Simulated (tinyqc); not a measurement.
# Worked calculation: thermoelectric coefficients of a parabolic band, Landauer integrals

Computed by the program tinyqc: `OMP_NUM_THREADS=1 python tinyqc.py 2800001 2800002 out.jsonl`, one thread of a shared Intel Xeon 2.30GHz, about 0.08 s for the whole run. Printed values are rounded.

Bulk parabolic band, x = (E - Ec)/kB T, C = hbar^2/(2 m0), kB T in eV. Modes per area gv m kB T x/(4 pi C) times the back-scattering length l0 x^rr give the transport function s0 X(x), s0 = (2 q^2/h) gv m kB T l0/(4 pi C), X = x^(1 + rr). I_k = int X (x - eta)^k w dx, w = 1/(4 cosh^2((x - eta)/2)).

Values chosen for this exercise: temperature T = 200 K; mass of one valley m = 0.5 m0; valleys gv = 2; back-scattering length at x = 1 l0 = 6.9 nm; energy exponent of that length rr = 0.5; lattice thermal conductivity kL = 0.32 W/(m K); reduced Fermi level (EF - Ec)/kB T eta = 0.9; lower end of the grid xa = 0; upper end of the grid xe = 11; points of the grid nE = 13.

Constants: q = 1.602176634e-19 C, kB = 1.380649e-23 J/K, hbar = 1.054571817e-34 J s, h = 6.62607015e-34 J s, m0 = 9.1093837015e-31 kg, Vt = kB T/q, hbar^2/(2 m0) = 0.0380998212 eV nm^2. Results are converted to the units shown.

Range of the model: Parabolic bands, elastic scattering and a fixed kL make these model figures, not those of a material.

## The three integrals on a coarse grid

Simpson's rule on nE equally spaced points from xa to xe.

```
point         x          X            w          X w
0       0.00000          0    0.2055003            0
1       0.91667  0.8776415    0.2499826    0.2193951
2       1.83333   2.482345    0.2025845    0.5028846
3       2.75000   4.560359    0.1174115    0.5354384
4       3.66667   7.021132   0.05565326    0.3907489
5       4.58333   9.812330   0.02392121    0.2347228
6       5.50000   12.89864  0.009852764    0.1270873
7       6.41667   16.25415  0.003987108   0.06480705
8       7.33333   19.85876  0.001601932   0.03181238
9       8.25000   23.69632  6.417673e-4   0.01520752
10      9.16667   27.75346  2.568083e-4  0.007127321
11     10.08333   32.01888  1.027164e-4  0.003288864
12     11.00000   36.48287  4.107618e-5  0.001498577
```

I_0, I_1, I_2 on this grid: 1.959301  4.352781  14.77357

Converged values are 1.9610, 4.3825 and 14.977; the grid is 0.086 % below the first and 1.4 % below the last.

## Coefficients of the electrons

converged I_0, I_1, I_2: 1.960992  4.382493  14.97668

sigma = s0 I_0, S = -(kB/q) I_1/I_0, Lorenz number L = (kB/q)^2 [I_2/I_0 - (I_1/I_0)^2], kappa_e = L sigma T.

s0 = 192.4482 S/cm
sigma = 377.3894 S/cm
S = -192.5832 uV/K
L = 1.962510 x 1e-8 V^2/K^2
kappa_e = 0.1481261 W/(m K)

L is 20 % below the Sommerfeld value (pi^2/3)(kB/q)^2 = 2.443e-8 V^2/K^2. The non-degenerate form -(kB/q)(2 + rr - eta) gives -138 uV/K, 28 % below S in size.

## Power factor and figure of merit

Power factor S^2 sigma, ZT = S^2 sigma T/(kappa_e + kL).

power factor = 1.399672 mW/(m K^2)
ZT = 0.5979895
electronic share of kappa = 31.64235 %
